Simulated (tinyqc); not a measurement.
# Zener tunnelling in a reverse-biased junction, two-band WKB: what changes with what

Abrupt p-n junction, depletion approximation. Energies E are counted from the conduction-band edge of the neutral n side; its Fermi level lies at dn, that of the p side at dn - V, and the valence-band edge of the neutral p side at Em = dn + dp - V. Tunnelling needs 0 < E < Em. Two-band dispersion with equal masses m: inside the gap kappa = sqrt(m u (1 - u/Eg)/C), u the distance from a band edge, C = hbar^2/(2 m0).

Parameters, values chosen for the exercise; band and dielectric values those of a made-up semiconductor: temperature T = 300 K; band gap Eg = 0.61 eV; relative permittivity eps_r = 10.5; conduction-band density of states at 300 K Nc = 1.63e17 cm^-3; valence-band density of states at 300 K Nv = 6.52e18 cm^-3; band-edge mass of the two-band model m = 0.046 m0; acceptor density Na = 2.4e19 cm^-3; donor density Nd = 6.5e18 cm^-3; bias of the p side V = -2.1 V.

Constants: q = 1.602176634e-19 C, kB = 1.380649e-23 J/K, hbar = 1.054571817e-34 J s, h = 6.62607015e-34 J s, m0 = 9.1093837015e-31 kg, Vt = kB T/q, eps0 = 8.8541878128e-14 F/cm where lengths are in cm, hbar^2/(2 m0) = 0.0380998212 eV nm^2. Results are converted to the units shown.

Each table varies one quantity; the others keep the values above.

## Effect of the doping Nd

Nd = Nc F12(dn/Vt), Na = Nv F12(dp/Vt), F12(x) = (2/sqrt(pi)) int_0^infinity sqrt(u)/(1 + exp(u - x)) du; dn = EF - Ec on the n side, dp = Ev - EF on the p side (negative outside the bands); Vbi = Eg + dn + dp. W = sqrt(2 eps0 eps_r (Vbi - V)(1/Na + 1/Nd)/q), mean field F = (Vbi - V)/W, peak field 2 F. In a uniform field F the exponent is S = pi sqrt(m/C) Eg^1.5/(4 F). Transverse energy Et = C kt^2/m raises it to S (1 + 4 Et/Eg), so T = exp(-S) exp(-Et/Eb) with Eb = Eg/(4 S). KJ = (2 q^2/h) m/(4 pi C) (times 1e14 for A/cm^2 per eV^2). J = KJ exp(-S) Eb times the integral from 0 to Em of [f(E - dn) - f(E - dn + V)] [1 - exp(-min(E, Em - E)/Eb)] dE, f(x) = 1/(1 + exp(x/Vt)), with S and Eb from the mean field; J > 0 flows from p to n.

Result of one run:

| Nd (cm^-3) | Vbi (V) | mean field (MV/cm) | S | J (A/cm^2) |
|---|---|---|---|---|
| 4.1e18 | 0.9420 | 0.9581 | 4.291 | -7.560e5 |

What becomes of these results when the donor density Nd is changed from 4.1e18 to 3e18 cm^-3, all else the same?

Result of the changed run:

| Nd (cm^-3) | Vbi (V) | mean field (MV/cm) | S | J (A/cm^2) |
|---|---|---|---|---|
| 3e18 | 0.8911 | 0.8290 | 4.959 | -3.358e5 |

The whole series:

| Nd (cm^-3) | Vbi (V) | mean field (MV/cm) | S | J (A/cm^2) |
|---|---|---|---|---|
| 2.2e18 | 0.8497 | 0.7157 | 5.745 | -1.323e5 |
| 3e18 | 0.8911 | 0.8290 | 4.959 | -3.358e5 |
| 4.1e18 | 0.9420 | 0.9581 | 4.291 | -7.560e5 |
| 5.7e18 | 1.008 | 1.111 | 3.702 | -1.579e6 |
| 7.9e18 | 1.090 | 1.278 | 3.217 | -2.945e6 |
| 1.1e19 | 1.193 | 1.463 | 2.810 | -5.050e6 |
| 1.5e19 | 1.312 | 1.647 | 2.496 | -7.773e6 |

The mean field rises from 0.716 to 1.65 MV/cm, as Nd^(0.43), S falls from 5.74 to 2.50, and |J| rises from 1.32e5 to 7.77e6 A/cm^2: 1.77 decades, of which exp(-S) accounts for 1.41. Where S is below about 4, a WKB prefactor of 1 is a rough guess.

## Effect of the band gap with the mass tied to it

Same model as above.

The mass follows the gap, m = 0.046 Eg/0.61 eV, as in a two-band model with a fixed matrix element; Nc, Nv and eps_r are held.

Effect of the band gap with the mass tied to it:

| Eg (eV) | Vbi (V) | mean field (MV/cm) | S | J (A/cm^2) | S at fixed m |
|---|---|---|---|---|---|
| 0.3 | 0.7291 | 1.117 | 0.8906 | -2.599e7 | 1.270 |
| 0.39 | 0.8191 | 1.134 | 1.482 | -1.473e7 | 1.853 |
| 0.48 | 0.9091 | 1.152 | 2.211 | -7.242e6 | 2.492 |
| 0.57 | 0.9991 | 1.169 | 3.072 | -3.114e6 | 3.178 |
| 0.65 | 1.079 | 1.184 | 3.944 | -1.320e6 | 3.821 |
| 0.74 | 1.169 | 1.200 | 5.041 | -4.476e5 | 4.577 |
| 0.83 | 1.259 | 1.217 | 6.256 | -1.347e5 | 5.363 |
| 0.92 | 1.349 | 1.233 | 7.585 | -3.614e4 | 6.177 |

S rises from 0.891 to 7.59, as Eg^(1.91), against Eg^(1.41) at fixed m; at a fixed field the powers would be 2 and 1.5, and the field grows with Vbi. |J| falls from 2.60e7 to 36100 A/cm^2. Where S is below about 4, a WKB prefactor of 1 is a rough guess.

Range of the model: Parabolic densities of states, no band tails and no gap narrowing, all of which matter at such doping.

Program tinyqc, `OMP_NUM_THREADS=1 python tinyqc.py 2620151 2620152 out.jsonl`; Intel Xeon 2.30GHz, shared host, one thread, about 0.02 s.
